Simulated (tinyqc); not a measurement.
Koster-Slater impurity in a tight-binding band, by Green functions and by supercells: one step, computed by the program tinyqc. Command: `OMP_NUM_THREADS=1 python tinyqc.py 3012504 3012505 out.jsonl kosterslater walk`. One thread of a shared host (Intel(R) Xeon(R) Processor @ 2.30GHz), about 0.03 s of CPU time with the checks.

One orbital per site, e(k) = -2 t sum cos(k_i) over 2 direction(s), band from -4 t to 4 t, lattice constant 1. One site has the extra energy U. Spin is left out.

Problem. The supercell Hamiltonian at Gamma. H_ij = -t for each bond from i to j, images included (two bonds add when N = 2); H_11 = U; sites are numbered with the last coordinate running fastest. Diagonalise.

Inputs (values chosen for the exercise, for a model band): hopping t = 0.78 eV; impurity potential U = -2.45 eV; supercell edge N = 2 sites.

Lattice: square.

Give: H; levels.

Solution.

H (eV):
```
       1      2      3      4
1  -2.45  -1.56  -1.56   0.00
2  -1.56   0.00   0.00  -1.56
3  -1.56   0.00   0.00  -1.56
4   0.00  -1.56  -1.56   0.00
```

levels (eV): -4.1121  -1.0638  0.0000  2.7259
